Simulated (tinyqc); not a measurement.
# Front-illuminated p-i-n photodiode, quantum efficiency and bandwidth: two studies

Light enters through a p layer (0 to xp), a depleted layer (xp to xp + wi) and a thick n substrate, decaying as exp(-al x); one pass, no back reflection. Carriers made in the depleted layer are all collected; those in the neutral layers diffuse.

Inputs (values chosen for the exercise); values close to those of gallium arsenide at this wavelength: wavelength lam = 850 nm; absorption coefficient al = 9970 1/cm; reflectance of the front face Rf = 0.1; relative permittivity eps_r = 12.7; thickness of the front p layer xp = 0.22 um; thickness of the depleted layer wi = 0.83 um; electron diffusion coefficient in the p layer Dn = 59 cm^2/s; electron diffusion length in the p layer Ln = 4 um; recombination velocity of the front surface S = 5e6 cm/s; hole diffusion length in the thick n substrate Lp = 3.7 um; electron drift velocity ve = 7.92e6 cm/s; hole drift velocity vh = 5.74e6 cm/s; diameter dia = 29 um; load resistance RL = 50 ohm; parasitic capacitance Cp = 100 fF.

Constants: q = 1.602176634e-19 C, h = 6.62607015e-34 J s, c = 299792458 m/s, eps0 = 8.8541878128e-14 F/cm where lengths are in cm. Results are converted to the units shown.

Each table varies one quantity; the others keep the values above.

## Efficiency and bandwidth against the thickness of the depleted layer

k = al Ln, s = S Ln/Dn, e = exp(-al xp); front layer f1 = (k/(k^2 - 1)) {[s + k - e (s cosh(xp/Ln) + sinh(xp/Ln))]/[s sinh(xp/Ln) + cosh(xp/Ln)] - k e}; depleted layer f2 = e (1 - exp(-al wi)); substrate f3 = e exp(-al wi) al Lp/(1 + al Lp); external efficiency (1 - Rf)(f1 + f2 + f3); responsivity = efficiency q lam/(h c). Drift response for pairs made in the depleted layer, a = al wi, g = 1 - exp(-a), u = 2 pi i f, te = wi/ve, th = wi/vh: electrons He = [g - a (exp(-a) - exp(-u te))/(u te - a)]/(u te g), holes Hh = [g - a (1 - exp(-a - u th))/(a + u th)]/(u th g); C = eps0 eps_r pi (dia/2)^2/wi + Cp; total |He + Hh|/sqrt(1 + (2 pi f RL C)^2), for the current of the depleted layer alone. Limits are the frequencies at which each factor falls to 1/sqrt(2); inverse-square sum (f_transit^-2 + f_RC^-2)^(-1/2); the diffusion currents f1 and f3 are left out of the bandwidth.

Efficiency and bandwidth against the thickness of the depleted layer:
columns A: wi (um); B: f2; C: f1 + f3; D: responsivity (A/W); E: transit limit (GHz); F: RC limit (GHz); G: 3 dB bandwidth (GHz); H: inverse-square sum (GHz); I: bandwidth x (1 - Rf) f2 (GHz)
```
A           B       C       D      E      F      G      H       I
0.1   0.07620  0.7023  0.4803  362.7  3.777  3.777  3.777  0.2590
0.17   0.1252  0.6637  0.4868  214.2  5.929  5.925  5.926  0.6677
0.29   0.2016  0.6036  0.4968  126.4  8.938  8.908  8.916   1.616
0.49   0.3104  0.5181  0.5111  75.64  12.65  12.42  12.48   3.468
0.83   0.4520  0.4066  0.5298  45.41  16.80  15.45  15.75   6.286
1.4    0.6042  0.2869  0.5498  27.53  20.80  15.94  16.59   8.667
2.3    0.7220  0.1942  0.5653  17.11  24.06  13.41  13.94   8.716
3.9    0.7866  0.1434  0.5738  10.11  26.74  9.279  9.458   6.569
6.6    0.8019  0.1313  0.5758  5.787  28.61  5.635  5.672   4.067
```

As wi goes from 0.1 to 6.6, the responsivity rises from 0.480 to 0.576 A/W and the bandwidth goes from 3.78 through a maximum of 15.9 (at wi = 1.4 among the rows listed) to 5.64 GHz. The RC limit is the lower one for wi = 0.1, 0.17, 0.29, 0.49, 0.83, 1.4, the transit limit elsewhere. Adding inverse squares of the two limits is within 4.1 % of the full result. The product of bandwidth and fast efficiency goes from 0.259 through a maximum of 8.72 (at wi = 2.3 among the rows listed) to 4.07 GHz. For wi = 0.1, 0.17, 0.29, 0.49, 0.83, 1.4 the diffusion currents exceed 0.3 of the drift current; their own response times, left out, may then shape the whole response.

## Efficiency and bandwidth against the thickness of the front p layer

Same model as above.

The same in every row: transit limit (GHz) = 45.41; RC limit (GHz) = 16.80; 3 dB bandwidth (GHz) = 15.45; inverse-square sum (GHz) = 15.75.

Efficiency and bandwidth against the thickness of the front p layer:
```
xp (um)       f2  f1 + f3  responsivity (A/W)  bandwidth x (1 - Rf) f2 (GHz)
0.02      0.5518   0.3554              0.5597                          7.673
0.04      0.5409   0.3646              0.5587                          7.522
0.08      0.5197   0.3785              0.5542                          7.228
0.2       0.4611   0.4037              0.5336                          6.413
0.4       0.3778   0.4240              0.4947                          5.253
0.7       0.2801   0.4328              0.4399                          3.895
1         0.2077   0.4274              0.3918                          2.888
3        0.02828   0.2906              0.1968                         0.3932
```

As xp goes from 0.02 to 3, the responsivity falls from 0.560 to 0.197 A/W and the bandwidth stays at 15.5 GHz. The RC limit is the lower one in every row. Adding inverse squares of the two limits is within 2.0 % of the full result. In every row the diffusion currents exceed 0.3 of the drift current; their own response times, left out, may then shape the whole response.

Computed by the program tinyqc: `OMP_NUM_THREADS=1 python tinyqc.py 2250047 2250048 out.jsonl`, one thread of a shared Intel Xeon 2.30GHz, about 0.01 s for the whole run.
